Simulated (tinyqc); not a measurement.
Donors on two lattice sites with valley-orbit split states: sweeps and comparisons. A value that a table varies takes the place of the one given here.

Each donor binds at most one electron, in any of its states. For a site s, W_s = sum over its states of g exp(E/kT), and the ionised share is 1/(1 + W_s exp(eta)), eta = (EF - Ec)/kT; n = Nc F_1/2(eta); neutrality n + NA = ND x (mean ionised share, the two sites in equal numbers); holes are neglected. Nc from N = 2 (m kB T/(4 pi c))^(3/2) with c = hbar^2/2m0, in 1/angstrom^3; times 1e24 for 1/cm^3, m = md. F_j(eta) = (1/Gamma(j + 1)) integral_0^infinity x^j dx/(1 + exp(x - eta)), which tends to exp(eta) for eta << 0.

Mobility (Caughey-Thomas form): mu = mu0 + (mu1 (T/300)^(-ga) - mu0)/(1 + ((ND + NA)/Nr)^de); rho = 1/(e n mu), e = 1.602176634e-19 C.

Constants: hbar^2/2m0 = 3.80998211 eV angstrom^2; kB = 8.617333262e-05 eV/K.

Inputs chosen for the exercise (near those of nitrogen in 4H-SiC; not measured data): md = 0.795 m0 (density-of-states mass of the conduction band); E = (62.2, 54.4, 116.7, 70.1) meV (binding energies of h ground, h excited, k ground, k excited); g = (2, 4, 2, 4) (their degeneracies with spin); ND = 2.3e+17 1/cm^3 (donors, half on each site); NA = 5.8e+16 1/cm^3 (compensating acceptors, all ionised); T = 200 K; mu0 = 40 cm^2/(V s) (mobility at heavy doping); mu1 = 940 cm^2/(V s) (mobility at light doping and 300 K); Nr = 1.7e+17 1/cm^3 (reference doping); de = 0.61 (doping exponent); ga = 2.4 (temperature exponent).

## What the excited states change

The last columns keep only the ground state of each site (g = 2).

Results:
```
T (K)  effective degeneracy, h site     eta  n (1/cm^3)  n, ground states only  ratio
40                             2.42  -18.94    5.13e+09               6.20e+09  0.828
60                             2.88  -13.11    3.23e+12               4.66e+12  0.693
80                             3.29  -10.23    8.82e+13               1.45e+14  0.610
110                            3.76   -7.93    1.42e+15               2.54e+15  0.560
150                            4.19   -6.46    9.81e+15               1.58e+16  0.622
200                            4.54   -5.72    3.16e+16               4.23e+16  0.749
250                            4.78   -5.43    5.92e+16               7.22e+16  0.819
300                            4.96   -5.33    8.58e+16               1.01e+17  0.852
400                            5.19   -5.39    1.24e+17               1.39e+17  0.896
500                            5.34   -5.58    1.45e+17               1.56e+17  0.929
```

The effective degeneracy grows from 2.42 to 5.34. Excited states hold electrons back, so the ratio is never above 1; it is lowest, 0.560, at 110 K of those listed, and 0.852 at 300 K. At low T the excited states empty out, and at high T more donors are ionised (n is 84 % of ND - NA in the last row), so the effect is largest in between.

## Ionisation and resistivity against doping

NA = 0.

Results:
```
ND (1/cm^3)  n (1/cm^3)   n/ND  mu (cm^2/(V s))  rho (ohm cm)  rho at full ionisation
1.0e+14        9.89e+13  0.989             2461          25.6                    25.4
1.0e+15        9.14e+14  0.914             2385          2.86                    2.62
1.0e+16        6.61e+15  0.661             2118         0.446                   0.295
3.0e+16        1.54e+16  0.515             1857         0.218                   0.112
1.0e+17        3.65e+16  0.365             1460         0.117                  0.0427
3.0e+17        7.46e+16  0.249             1054        0.0794                  0.0197
1.0e+18        1.52e+17  0.152              660        0.0621                 0.00946
2.0e+18        2.24e+17  0.112              485        0.0573                 0.00643
```

From 1e16 to 1e18 1/cm^3 rho falls by a factor 7.18, not 100: the mobility takes a factor 3.21 and incomplete ionisation 4.34. n/ND is below 0.9 from 1e+16 1/cm^3 on. Near 1e19 1/cm^3 and above the levels merge with the band, and already below that screening lowers the binding energy, so the last rows understate n.

## Compensation sets the slope of the freeze-out

NA = K ND. The slope energy is -d ln(n T^(-p))/d(1/kT) between 50 and 60 K, with p = 3/4 for K = 0 and p = 3/2 otherwise.

Results:
```
K       n(50 K) (1/cm^3)  n(60 K) (1/cm^3)  slope energy (meV)
0               1.68e+14          6.13e+14               29.97
0.0010          8.83e+13          5.09e+14               38.19
0.010           1.19e+13          1.51e+14               58.51
0.050           2.21e+12          2.95e+13               59.98
0.20            3.68e+11          4.93e+12               60.05
0.50            5.06e+08          2.03e+10               88.37
```

Without acceptors the slope is 29.97 meV, against half the h-site ground-state energy, 31.10; with K = 0.05 it is 59.98 meV, against the full 62.2. The full energy (less a few meV where excited levels lie within a few kT) shows where n is far below NA, since the acceptors then hold EF near the donor level: n(60 K)/NA is 2.2 for K = 0.001 and 0.0026 for K = 0.05; for K = 0.001 the sample is still in or near the uncompensated regime, where p = 3/2 is the wrong power, so that slope means little. At K = 0.5 the acceptors have taken as many electrons as there are h sites, EF sits between the two levels, and the slope is 88.4 meV against their mean of 89.5.

## What moves the carrier density

All results formed anew. Each row changes one parameter from the base and keeps the others.

Results:
```
case                                  eta  n (1/cm^3)  rho (ohm cm)
base                               -5.723   3.164e+16        0.1846
E = (67.2, 54.4, 116.7, 70.1) meV  -5.774   3.004e+16        0.1944
md = 0.875 m0                      -5.788   3.423e+16        0.1706
ND = 4.6e+17 1/cm^3                -4.993   6.552e+16        0.1104
NA = 8.1e+16 1/cm^3                -6.068   2.241e+16        0.2676
T = 230 K                          -5.516   4.793e+16        0.1690
Nr = 3.4e+17 1/cm^3                -5.723   3.164e+16        0.1488
```

The largest shifts from the base row, up to three for each result and ties (the steps differ in size, so this ranks the rows, not the parameters). eta: ND +0.729, NA -0.345, T +0.206; unchanged at the printed digits by Nr. n (1/cm^3): ND +3.39e+16, T +1.63e+16, NA -9.23e+15; unchanged at the printed digits by Nr. rho (ohm cm): NA +0.0830, ND -0.0743, Nr -0.0358.

Run: tinyqc, `OMP_NUM_THREADS=1 python tinyqc.py 1652335 1652336 out.jsonl`; Intel(R) Xeon(R) Processor @ 2.30GHz, one thread, shared host; about 0.01 s of CPU time with all checks.
